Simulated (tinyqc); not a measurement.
Electroplating on a thin resistive seed layer: kinetics, Wagner number and the terminal effect across a wafer. Which input was changed? Computed by tinyqc, a small Python program. Command: `OMP_NUM_THREADS=1 python tinyqc.py 3120058 3120059 out.jsonl terminal which`. One thread of a shared host (Intel(R) Xeon(R) Processor @ 2.30GHz), about 0.2 s of CPU time with the checks.

Current enters the seed at the rim. The bath is treated as a local resistance per area (no lateral flow in the liquid), two electrons per ion, molar volume 7.11 cm^3/mol, Faraday constant F = e N_A, kinematic viscosity 0.01 cm^2/s, omega = 2 pi x rpm/60; k_B T/e is in volts.

Inputs (values chosen for the exercise, of the order of those for copper plating on a thin cobalt or ruthenium seed):
```
quantity                               value         unit
wafer radius R                           7.5           cm
seed thickness t                          27           nm
seed resistivity                          14  microohm cm
bath conductivity kappa                 0.32         S/cm
gap to the anode h                       6.9           cm
extra resistance of a porous plate       150     ohm cm^2
exchange current density i_0            0.11      mA/cm^2
cathodic transfer coefficient alpha     0.69            -
mean current density                     2.4      mA/cm^2
diffusivity of the metal ion         4.8e-06       cm^2/s
metal ion concentration                 0.81        mol/L
rotation rate                            100          rpm
temperature T                            298            K
```

Constants: e = 1.602176634e-19 C; N_A = 6.02214076e+23 1/mol; k_B = 8.617333262e-05 eV/K.

Method:
- Growth rate = i V_m/(2 F). Levich limit i_L = 0.62 x 2 F D^(2/3) omega^(1/2) nu^(-1/6) c. Tafel overpotential eta = (k_B T/(alpha e)) ln(i/i_0); kinetic resistance k_B T/(alpha e i); bath resistance h/kappa + plate; R_s = resistivity/t; Wagner number = kinetic resistance x kappa/R.
- Linearised: with R_t = kinetic + bath resistance the current density obeys (1/r)(r i')' = i R_s/R_t, so i = A I_0(r/l), l = sqrt(R_t/R_s); with x = R/l, edge/centre = I_0(x) and edge/mean = x I_0(x)/(2 I_1(x)).
- Voltage drop in the seed for a uniform current: i R_s R^2/4.
- Full model: seed potential phi(r) with (1/r)(r phi')' = R_s i, where i solves phi = R_b i + (k_B T/(alpha e)) ln(i/i_0) (phi being the driving voltage left at r); phi'(0) = 0 and phi'(R) = R_s i_mean R/2. Solved by collocation to a tolerance of 1e-7.

Question. One of these inputs alone was changed, within the range given: wafer radius R (3.75 to 15); seed resistivity (7 to 28); cathodic transfer coefficient alpha (0.345 to 1.38); mean current density (1.2 to 4.8). Which one, and to what value?

Results:
```
run     Wagner number  drop for uniform current (mV)  edge over centre, full model
before      0.6616336                       175.0000                      1.428925
after       0.8677162                       133.4375                      1.417017
```

Answer.

Each candidate set to reproduce Wagner number, and what it then gives:
```
candidate                            range searched  value needed  drop for uniform current (mV)  edge over centre, full model
wafer radius R (cm)                      3.75 to 15         5.719                         101.75                        1.2397
seed resistivity (microohm cm)              7 to 28     no effect                              -                             -
cathodic transfer coefficient alpha   0.345 to 1.38        0.5261                         175.00                        1.4170
mean current density (mA/cm^2)           1.2 to 4.8         1.830                         133.44                        1.4170
```

Only mean current density fits every result: it went from 2.4 to 1.83 mA/cm^2. The next best candidate, wafer radius R, misses one result by 24 %.
